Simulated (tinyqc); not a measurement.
One anharmonic mode: perturbation theory, self-consistent phonons and exact levels: one step, computed by the program tinyqc. Command: `OMP_NUM_THREADS=1 python tinyqc.py 3005608 3005609 out.jsonl scp walk`. One thread of a shared host (Intel(R) Xeon(R) Processor @ 2.30GHz), about 0.03 s of CPU time with the checks.

V(x) = k x^2/2 + b x^4 for one coordinate x of mass M. A constant K > 0 gives hbar Omega = sqrt((hbar^2/u) K/M) with K in eV/angstrom^2 and M in u.

Task: Hamiltonian in a small basis. Basis: oscillator states n of the constant |k|, with x = s (a + a+), s^2 = hbar Omega/(2|k|); H = hbar Omega (n + 1/2) + (k - |k|) x^2/2 + b x^4, with exact matrix elements of x^2 and x^4.

Inputs (values chosen for the exercise, for a model mode):
```
quantity,value,unit
mode mass M,41.2,u
harmonic constant k,0.354,eV/angstrom^2
quartic constant b,1.26,eV/angstrom^4
basis size N of the small matrix,5,-
```

Shape: single well.

Constants: hbar^2/u = 4.18015928e-03 eV angstrom^2.

Give: H.

Result:

H (meV), lower triangle (symmetric):
```
,1,2,3,4,5
1,3.267
2,0.000,10.344
3,0.766,0.000,18.504
4,0.000,2.211,0.000,27.747
5,0.442,0.000,4.378,0.000,38.074
```
